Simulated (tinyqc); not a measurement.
# Worked calculation: one-dimensional ballistic tunnel FET, two-band WKB

Computed by the program tinyqc: `OMP_NUM_THREADS=1 python tinyqc.py 2620165 2620166 out.jsonl`, one thread of a shared Intel Xeon 2.30GHz, about 0.02 s for the whole run. Printed values are rounded.

A p-type source for x < 0 with its Fermi level at 0 and its valence edge at ds; in the channel the bands fall as D exp(-x/lam) towards their flat values, with the conduction edge at Ec = ds - dP and D = dP + Eg. The gate moves dP one to one. The drain Fermi level lies at -Vd and the drain side reflects nothing. For w = E - Ec between 0 and dP an electron crosses the gap. Two-band dispersion with equal masses m: inside the gap kappa = sqrt(m u (1 - u/Eg)/C), u the distance from a band edge, C = hbar^2/(2 m0).

Values chosen for this exercise; band and dielectric values close to those of indium phosphide: temperature T = 300 K; band gap Eg = 1.33 eV; band-edge mass of the two-band model m = 0.084 m0; screening length of the source junction lam = 2.8 nm; source valence edge above the source Fermi level ds = 0.17 eV; drain bias Vd = 0.2 V; number of degenerate subbands (spin apart) g = 1; tunnelling window Ev(source) - Ec(channel) dP = 0.46 eV; energy above the channel conduction edge w0 = 0.39 eV; cells of the path nc = 8; points of the energy grid nE = 9.

Constants: q = 1.602176634e-19 C, kB = 1.380649e-23 J/K, hbar = 1.054571817e-34 J s, h = 6.62607015e-34 J s, m0 = 9.1093837015e-31 kg, Vt = kB T/q, hbar^2/(2 m0) = 0.0380998212 eV nm^2. Results are converted to the units shown.

## The path through the gap by the midpoint rule

At w = w0 the path runs from xa = lam ln(D/(w + Eg)) to xb = lam ln(D/w); u(x) = w + Eg - D exp(-x/lam) is the height above the valence edge. Cut it into nc equal cells: S = 2 (cell width) times the sum of kappa at the centres.

xa = 0.111696 nm
xb = 4.26671 nm

```
cell   x (nm)   u (eV)  kappa (1/nm)
0     0.37138  0.15235      0.545356
1     0.89076  0.41776      0.794822
2     1.41014  0.63823      0.855504
3     1.92951  0.82138      0.832187
4     2.44889  0.97352      0.758476
5     2.96827  1.09990      0.647716
6     3.48764  1.20489      0.499891
7     4.00702  1.29210      0.284923
```

S = 5.42112

## The exponent in closed form

S(w) = 2 lam int_0^Eg kappa(u) du/(w + Eg - u) = 2 pi lam sqrt(m/(C Eg)) [w + Eg/2 - sqrt(w (w + Eg))], T(w) = exp(-S). The common triangular estimate is S = (4/3) lam sqrt(m/C) Eg^1.5/(dP + Eg) for all w.

S(w0) = 5.34513
T(w0) = 0.00477132
triangular S = 4.75006

The midpoint value is 1.4 % above the closed form, and the triangular estimate 11 % below it.

## Current on a coarse grid

S(w) = 2 lam int_0^Eg kappa(u) du/(w + Eg - u) = 2 pi lam sqrt(m/(C Eg)) [w + Eg/2 - sqrt(w (w + Eg))], T(w) = exp(-S). I = g (2 q^2/h) int_0^dP T(w) [f(E) - f(E + Vd)] dw, E = ds - dP + w, f(x) = 1/(1 + exp(x/Vt)). Simpson's rule on nE equally spaced points.

```
point    w (eV)        T(w)  difference of the f
0      0.000000  2.87221e-7            0.0298340
1      0.057500  4.68993e-5             0.221340
2      0.115000  2.17295e-4             0.723383
3      0.172500  5.88065e-4             0.949996
4      0.230000  0.00122507             0.906166
5      0.287500  0.00217946             0.523676
6      0.345000  0.00348708             0.106401
7      0.402500  0.00516964            0.0127154
8      0.460000  0.00723681           0.00139101
```

I = 0.0154314 uA

A converged quadrature gives 0.01523 uA; this grid is 1.3 % above that.
